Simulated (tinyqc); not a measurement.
What each parameter does: averaged masses of warped heavy- and light-hole bands.

Four-band hole energies E = c k^2 f(u), c = hbar^2/2m0, f = g1 -/+ 2 sqrt(g2^2 + 3 (g3^2 - g2^2) s), s = ux^2 uy^2 + uy^2 uz^2 + uz^2 ux^2 for the unit vector u; minus for heavy, plus for light holes; the mass along u is 1/f.

Grid: n x n midpoints in cos(theta) from 0 to 1 and phi from 0 to pi/2, equal weights. m_d = <f^(-3/2)>^(2/3). Conductivity mass for one scattering time: 1/m_c = <|w|^2 f^(-5/2)>/<f^(-3/2)> with w = grad_k(k^2 f)/(2 k), that is |w|^2 = f^2 + |angular gradient of f|^2/4.

Parameters, chosen for this exercise (out of a larger set: near those of InP; not measured data):

| symbol | value | unit | meaning |
|---|---|---|---|
| g1 | 5.08 |  | Luttinger gamma1 |
| g2 | 1.59 |  | gamma2 |
| g3 | 2.09 |  | gamma3 |

n = 40.

One parameter was then changed.

Results before and after:

| case | m_d heavy (m0) | m_c heavy (m0) | m_d light (m0) | m_c light (m0) |
|---|---|---|---|---|
| base | 0.8207 | 0.6959 | 0.1127 | 0.1122 |
| changed | 0.7266 | 0.6355 | 0.1108 | 0.1104 |

Which of these changes was made? (a) g3 = 2.153; (b) g2 = 1.542; (c) g1 = 5.232.
Answer: (c) g1 = 5.232. Of the candidates, run in turn, only this one gives the changed row.

All candidates:

| case | m_d heavy (m0) | m_c heavy (m0) | m_d light (m0) | m_c light (m0) |
|---|---|---|---|---|
| base | 0.8207 | 0.6959 | 0.1127 | 0.1122 |
| g1 = 5.232 | 0.7266 | 0.6355 | 0.1108 | 0.1104 |
| g2 = 1.542 | 0.8048 | 0.6688 | 0.1131 | 0.1126 |
| g3 = 2.153 | 0.8945 | 0.7108 | 0.1117 | 0.1111 |

Run: tinyqc, `OMP_NUM_THREADS=1 python tinyqc.py 1050738 1050739 out.jsonl`; Intel(R) Xeon(R) Processor @ 2.30GHz, one thread, shared host; about 0.01 s of CPU time with all checks.
